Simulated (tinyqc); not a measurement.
Pump-down curve: gas flow in a process chamber: flow regimes, conductance, effective pumping speed, pump-down, outgassing and purge. Computed by tinyqc, a small Python program. Command: `OMP_NUM_THREADS=1 python tinyqc.py 3121030 3121031 out.jsonl pump walk`. One thread of a shared host (Intel(R) Xeon(R) Processor @ 2.30GHz), about 0.06 s of CPU time with the checks.

Ideal gas, isothermal flow, a pump of constant speed at the end of a round pipe; process gas, volume gas and outgassing are given the same properties. 1 sccm = 101325 Pa x 1e-6 m^3/60 s x T/273.15 K.

Inputs (values chosen for the exercise, modelled on nitrogen near room temperature): molar mass M = 28.01 g/mol; molecular diameter = 0.37 nm; viscosity eta = 17.8 micropascal s; temperature T = 350 K; chamber volume V = 260 L; wall area = 0.62 m^2; pipe diameter d = 2.5 cm; pipe length l = 330 cm; pump speed S = 38 L/s; outgassing rate after 1 h = 1.3e-06 Pa m^3/(s m^2); outgassing exponent n = 1.1; starting pressure p0 = 1100 Pa.

Constants: k_B = 1.380649e-23 J/K; u = 1.6605390666e-27 kg.

Method:
- Mean speed c = sqrt(8 k_B T/(pi m)); aperture conductance C_a = c pi d^2/16; molecular pipe C_m = C_a/(1 + 3 l/(4 d)) (Dushman form); viscous pipe C_v = pi d^4 p_mean/(128 eta l); Knudsen interpolation C = C_v + C_m (1 + x)/(1 + 1.24 x), x = d p_mean sqrt(m/(k_B T))/eta.
- Effective speed 1/S_eff = 1/S + 1/C_m; time constant V/S_eff; pressure at which the free path k_B T/(sqrt2 pi d_m^2 p) equals d.
- Pump-down: V dp/dt = -S_eff(p) p + q(t) A, with S_eff = S p_2/p, where p_2 solves C((p + p_2)/2) (p - p_2) = S p_2 at each moment, and q(t) = q_1 (1 h/(t + 10 s))^n; integrated adaptively. At long times p = q(t) A/S_eff.
- S_eff(p) is tabulated at 260 pressures and interpolated in ln p. Comparison columns: p0 exp(-t/time constant) with the molecular S_eff (0 below 1e-26 p0), and the outgassing limit.

time constant = 418.749 s

S_eff in molecular flow = 0.620897 L/s

Pressure against time:
```
t (s)       p (Pa)  S_eff (L/s)  volume gas only (Pa)  outgassing limit (Pa)
0.3     1.0617e+03       30.585            1.0992e+03             8.1494e-01
1       9.7851e+02       30.037            1.0974e+03             7.5808e-01
3       7.8157e+02       28.360            1.0921e+03             6.3083e-01
10      3.9719e+02       21.878            1.0740e+03             3.9275e-01
30      1.2644e+02        9.983            1.0240e+03             1.8322e-01
100     3.1455e+01        3.024            8.6632e+02             6.0217e-02
300     8.1687e+00        1.164            5.3735e+02             1.9264e-02
1000    1.0373e+00        0.617            1.0099e+02             5.2541e-03
3600    3.8982e-03        0.620            2.0312e-01             1.2942e-03
20000   2.0149e-04        0.621            1.9903e-18             1.9673e-04
100000  3.3668e-05        0.621                     0             3.3512e-05
```

What follows from these numbers?

From t = 20000 s on the pressure is within 20 % of the outgassing limit, which falls only as (t + 10 s)^-1.1: walls, not volume, set the time to base pressure. Early on viscous flow raises S_eff to 30.6 L/s, 49.3 times its molecular value.
